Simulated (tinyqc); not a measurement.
Surface potential of a MOS transistor: implicit equation and explicit approximations: one step of the calculation.

p-type body, charge-sheet picture, depletion and inversion only, full ionisation (an idealisation for deep acceptors), Boltzmann statistics (rough once Na exp(x - xn) passes about Nc/7). In units of Vt: xg = (Vg - Vfb)/Vt, x = psi/Vt, G = gamma/sqrt(Vt), xn = (2 phiF + Vc)/Vt. The implicit equation is (xg - x)^2 = G^2 [x - 1 + exp(x - xn)] for x above about 3. Cox = eps0 eox/tox.

Question. Explicit approximation. Depletion value a = 1 + [sqrt(G^2/4 + xg - 1) - G/2]^2; inversion value b = xn + ln[(xg - xn)^2/G^2 - xn + 1] and first guess y = min(a, b) - ln(1 + exp(-|a - b|)) if a > xn + 1, else b = y = a; one second-order correction with D = exp(y - xn), p = 2 (xg - y) + G^2 (1 + D), w = (xg - y)^2 - G^2 (y - 1 + D): z = y + 2 w/(p + sqrt(p^2 - 2 (2 - G^2 D) w)), or the Newton step z = y + w/p where the root is not real.

G = 0.30669534
xn = 29.457732
xg = 60.675052

Give: a; b; y; p; w; z.

Answer.

a = 58.352
b = 38.701
y = 38.701
p = 1015.9
w = -492.52
z = 37.939

The root of the implicit equation is x = 38.0526; y misses it by 0.65 and z by -0.11, in units of Vt.

Numbers from tinyqc (`OMP_NUM_THREADS=1 python tinyqc.py 2122016 2122017 out.jsonl`; about 0.01 s on one thread of a shared Intel Xeon 2.30GHz).
